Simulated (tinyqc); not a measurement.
Eight-band Kane k.p model with strain, step by step. Values are carried at full precision from step to step, so a last printed digit may differ when a step is redone from the rounded ones.

Constants: hbar^2/2m0 = 3.80998211 eV angstrom^2.

Inputs chosen for the exercise (near those of Ge; shifted at random, so the results belong to these values and not to a real crystal): Eg = 0.897 eV (gap at Gamma to the s-like level); Dso = 0.287 eV (spin-orbit splitting); Ep = 26.3 eV (Kane energy); me = 0.0377 m0 (electron mass at Gamma); g1 = 13.4 (Luttinger gamma1); g2 = 4.25 (gamma2); g3 = 5.69 (gamma3); a = 5.655 angstrom (lattice constant); a_sub = 5.541 angstrom (lattice constant of the substrate); C11 = 129.1 GPa; C12 = 48.3 GPa; C44 = 67.1 GPa; face = 001 (growth face); ac = -8.29 eV (conduction deformation potential); av = 1.23 eV (valence hydrostatic potential); b = -2.56 eV (tetragonal shear potential); d = -5.27 eV (trigonal shear potential); k = (0.029, 0.031, 0.005) 1/angstrom (wave vector); kmax = 0.05 1/angstrom (end of the path).

## Derived values

P = sqrt(Ep c); A = 1/me - Ep (Eg + 2 Dso/3)/(Eg (Eg + Dso)) keeps the electron mass; g1' = g1 - Ep/(3 Eg), g2' = g2 - Ep/(6 Eg), g3' = g3 - Ep/(6 Eg) remove the coupling to S that the Luttinger values already hold; L = -c (g1' + 4 g2'), M = -c (g1' - 2 g2'), N = -6 c g3'. c = hbar^2/2m0.

P = 10.0101 eV angstrom
A = -0.4257

g1', g2', g3': 3.6267  -0.6367  0.8033

L, M, N (eV angstrom^2): -4.1150  -18.6689  -18.3643

The coupling to the valence bands supplies 26.95, against 1/me = 26.53; A makes up the difference. The diagonal term in A bends towards the gap, so the set should be tested for spurious states at large k.

## Strain of a layer grown coherently on a (001) face

e_par = (a_sub - a)/a in the plane; no stress along the normal: e_perp = -2 (C12/C11) e_par; exx = eyy = e_par, ezz = e_perp, no shear.

e_par = -0.020159
e_perp = 0.015084

strain tensor in the cubic axes:
```
           x          y         z
x  -0.020159   0.000000  0.000000
y   0.000000  -0.020159  0.000000
z   0.000000   0.000000  0.015084
```

The layer is under compression in the plane; its volume changes by -2.523 %.

## Strain terms

Strain (Bir-Pikus): H_SS gains ac tr(e); H_XX gains l exx + m (eyy + ezz) and H_XY gains n exy, with l = av + 2 b, m = av - b, n = sqrt(3) d. The sign of av is such that the gap moves by (ac - av) tr(e); the change of P with strain is neglected.

Form the strain terms of the Hamiltonian.

ac tr(e) = 0.20919 eV

strain block of X, Y, Z (the same for both spins) (eV), lower triangle:
```
         X        Y         Z
X  0.05919
Y        0  0.05919
Z        0        0  -0.21148
```

## The Hamiltonian at one k

Eight-band Kane model, basis S, X, Y, Z times spin, zero of energy at the top of the unstrained valence band, c = hbar^2/2m0. Within each spin: H_SS = Eg + A c k^2, H_SX = i P kx (likewise Y, Z), H_XX = -Dso/3 + L kx^2 + M (ky^2 + kz^2), H_XY = N kx ky, and cyclic. Spin-orbit term (Dso/3) L.sigma on X, Y, Z with (L_k)_ij = -i epsilon_kij: <X+|H|Y+> = -i Dso/3, <X+|H|Z-> = Dso/3, <Y+|H|Z-> = -i Dso/3, <Z+|H|X-> = -Dso/3, <Z+|H|Y-> = i Dso/3, <X-|H|Y-> = i Dso/3, and their conjugates; + and - are the spin along z. Terms from inversion asymmetry are left out, so every level is twofold.

Fill in the matrix, adding ac tr(e) to H_SS and the strain block to X, Y, Z of each spin.

H(k) (eV), lower triangle (Hermitian):
```
          S+               X+       Y+        Z+        S-               X-
S+    1.1032
X+  -0.2903i          -0.0583
Y+  -0.3103i  -0.0165+0.0957i  -0.0566
Z+  -0.0501i          -0.0027  -0.0028   -0.3409
S-         0                0        0         0    1.1032
X-         0                0        0   -0.0957  -0.2903i          -0.0583
Y-         0                0        0  -0.0957i  -0.3103i  -0.0165-0.0957i
Z-         0           0.0957  0.0957i         0  -0.0501i          -0.0027

         Y-       Z-
Y-  -0.0566
Z-  -0.0028  -0.3409
```

## Levels and orbital character

Diagonalise H; the levels come in pairs. The weights are summed over spin and averaged over each pair.

levels, each twofold (eV): -0.4325  -0.1707  0.0074  1.2431

weights:
```
   pair 1  pair 2  pair 3  pair 4
S   0.018   0.067   0.013   0.903
X   0.150   0.309   0.496   0.045
Y   0.155   0.334   0.460   0.051
Z   0.678   0.290   0.031   0.001
```

The conduction pair has 9.7 % valence character at this k; the valence pair with most S character is pair 2 (6.7 %).

## Bands along [111] and [110]

The same diagonalisation at six points |k| = 0, kmax/5, ..., kmax along each direction.

Levels (eV):

| direction | \|k\| (1/angstrom) | pair 1 | pair 2 | pair 3 | pair 4 |
|---|---|---|---|---|---|
| [111] | 0.000 | -0.3808 | -0.0585 | 0.0592 | 1.1062 |
| [111] | 0.010 | -0.3844 | -0.0628 | 0.0548 | 1.1143 |
| [111] | 0.020 | -0.3959 | -0.0762 | 0.0434 | 1.1376 |
| [111] | 0.030 | -0.4166 | -0.0992 | 0.0289 | 1.1741 |
| [111] | 0.040 | -0.4488 | -0.1298 | 0.0147 | 1.2210 |
| [111] | 0.050 | -0.4950 | -0.1638 | 0.0016 | 1.2756 |
| [110] | 0.000 | -0.3808 | -0.0585 | 0.0592 | 1.1062 |
| [110] | 0.010 | -0.3833 | -0.0633 | 0.0535 | 1.1148 |
| [110] | 0.020 | -0.3909 | -0.0794 | 0.0394 | 1.1398 |
| [110] | 0.030 | -0.4041 | -0.1105 | 0.0234 | 1.1786 |
| [110] | 0.040 | -0.4241 | -0.1574 | 0.0103 | 1.2283 |
| [110] | 0.050 | -0.4528 | -0.2155 | 0.0006 | 1.2860 |

At kmax the conduction band lies 10.5 meV and the top valence band 0.9 meV apart between the two directions. k.p holds near Gamma; the zone edge lies near 1 1/angstrom.

## Masses at Gamma

m*/m0 = c h^2/(E(h) - E(0)) with |k| = h = 0.0001 1/angstrom; negative values are hole-like.

Masses (m0):

| direction | pair 1 | pair 2 | pair 3 | pair 4 |
|---|---|---|---|---|
| [111] | -0.105 | -0.090 | -0.083 | 0.047 |
| [110] | -0.154 | -0.082 | -0.064 | 0.044 |

Strain has split the top two pairs at Gamma, so each has its own mass tensor; the top pair has -0.083 along [111] and -0.064 along [110].

## Checks

- Electron mass of the unstrained model by finite differences against the input me: both 0.03770.
- Heavy-hole mass along [100] against 1/(g1 - 2 g2): both 0.2041.
- Light-hole mass along [100] against 1/(g1 + 2 g2): both 0.04566.

tinyqc: `OMP_NUM_THREADS=1 python tinyqc.py 1080353 1080354 out.jsonl`; about 0.01 s, one thread, shared Intel(R) Xeon(R) Processor @ 2.30GHz.
